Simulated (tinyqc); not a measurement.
Where a level does most harm: Shockley-Read-Hall recombination through one deep level.

One level at Et with degeneracy 1: tn = 1/(sn vth Nt), tp = 1/(sp_ vth Nt), n1 = Nc exp((Et - Eg)/kT), p1 = Nv exp(-Et/kT), ni^2 = n1 p1. Equilibrium n0 = Nm, p0 = ni^2/Nm; n = n0 + dn, p = p0 + dn. U = (n p - ni^2)/(tp (n + n1) + tn (p + p1)), lifetime dn/U; emission rates en = sn vth n1, ep = sp_ vth p1.

Constants: kB = 8.617333262e-05 eV/K.

Values chosen for the exercise (gap and densities of states near those of InP at this temperature; not measured data): Eg = 1.348 eV (gap); Nc = 6.05e+17 1/cm^3 (conduction-band density of states); Nv = 1.15e+19 1/cm^3 (valence-band density of states); T = 300 K; Nt = 3.7e+13 1/cm^3 (defects); sn = 5.2e-16 cm^2 (electron capture cross-section); sp_ = 3.5e-15 cm^2 (hole capture cross-section); vth = 16000000 cm/s (thermal velocity, both carriers); Nm = 4.2e+15 1/cm^3 (equilibrium electrons for the lifetime steps).

Et takes the values listed; G = Nt en ep/(en + ep) in a depleted region; the lifetime is for dn = 1e11 1/cm^3.

Results:
```
Et (eV)  lifetime (microsecond)  G (1/(cm^3 s))
0.081                       388            96.7
0.189                      6.43        6.31e+03
0.297                     0.574        4.11e+05
0.404                     0.484        2.58e+07
0.512                     0.483        1.68e+09
0.620                     0.483        1.10e+11
0.728                     0.483        4.74e+12
0.836                     0.483        2.15e+11
0.944                     0.483        3.30e+09
1.051                     0.483        5.26e+07
1.159                     0.529        8.07e+05
1.267                      3.51        1.24e+04
```

What does the comparison show?

Generation peaks where en = ep, at Eg/2 + (kT/2) ln(sp_ Nv/(sn Nc)) = 0.737 eV; the largest value listed is at 0.728 eV, and G falls by a decade for each 0.060 eV away from the peak. The lifetime is within a factor 2 of its minimum, 0.483 microsecond, from 0.297 to 1.159 eV: recombination tolerates a wide range of Et, generation a narrow one.

(tinyqc, `OMP_NUM_THREADS=1 python tinyqc.py 1680452 1680453 out.jsonl`, Intel(R) Xeon(R) Processor @ 2.30GHz, 1 thread, shared host, about 0.01 s.)
